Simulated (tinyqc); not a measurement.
# AlGaN/GaN HEMT with access regions, lumped model: output curve without and with trapping

A polarisation-induced electron sheet under a Schottky gate, in series with two ungated access regions and contacts. Drift law v = mu E/(1 + mu E/vs) under the gate. Currents in mA/mm, resistances in ohm mm. No self-heating, no channel-length modulation; fits for polarisation, barrier and offset are chosen for the exercise.

sigma = (5e13 x + 1.6e13 x^2) cm^-2, phiB = 0.84 + 1.3 x, dEc = 0.7 (1.71 x + x^2) in volts, Cb = eps0 eps_r/d, VT = phiB - dEc - q sigma/Cb, access density n0 = -Cb VT/q. Access resistance R(L, n) = L/(q mu n sqrt(1 - (I/(q n vs))^2)); Rs = Rc + R(Ls, n0), Rd = Rc + R(Ld, (1 - ft) n0). Vg' = Vg - I Rs, Vd' = Vd - I (Rs + Rd); with u = Vg' - VT, Vc = vs Lg/mu and w the smaller of Vd' and Vc [sqrt(1 + 2 u/Vc) - 1] (0 if negative), the channel gives (mu Cb/Lg)(u w - w^2/2)/(1 + w/Vc). I equals that channel current. The two columns take ft = 0 and ft = 0.48; collapse = 1 - (second)/(first).

Inputs (values chosen for the exercise); values close to those of AlGaN/GaN structures:
- x = 0.27 (aluminium share of the barrier)
- d = 20 nm (barrier thickness)
- eps_r = 9.3 (relative permittivity of barrier and channel)
- mu = 1800 cm^2/(V s) (channel mobility)
- vs = 1e7 cm/s (saturation velocity)
- Lg = 1 um (gate length)
- Ls = 1.5 um (source access length)
- Ld = 12 um (drain access length)
- Rc = 0.35 ohm mm (resistance of each contact)
- Vg = -1 V (gate voltage)

Constants: q = 1.602176634e-19 C, eps0 = 8.8541878128e-14 F/cm where lengths are in cm. Results are converted to the units shown.

Output curve without and with trapping:

| Vd (V) | I, ft = 0 (mA/mm) | I, ft = 0.48 (mA/mm) | collapse (%) |
|---|---|---|---|
| 0.25 | 52.20 | 31.88 | 38.92 |
| 0.5 | 103.9 | 63.61 | 38.79 |
| 1 | 205.5 | 126.3 | 38.53 |
| 2 | 397.1 | 246.6 | 37.91 |
| 3 | 565.8 | 357.1 | 36.89 |
| 4 | 698.0 | 455.4 | 34.75 |
| 6 | 761.6 | 612.7 | 19.55 |
| 8 | 761.6 | 720.7 | 5.37 |
| 12 | 761.6 | 761.6 | 0.00 |

What does the comparison show?

Without trapping the current rises from 52.2 to 762 mA/mm and first comes within 2 % of its last value at Vd = 6 V among the rows; with trapping that knee lies at 12 V. The collapse is 39 % in the first row, at most 39 % and 0 % in the last: once the gated channel saturates, the drain access only takes spare voltage. For Vd = 8 to 12 V the power passes 5 W/mm, where self-heating, left out here, lowers the current.

Program tinyqc, `OMP_NUM_THREADS=1 python tinyqc.py 2570002 2570003 out.jsonl`; Intel Xeon 2.30GHz, shared host, one thread, about 0.02 s.
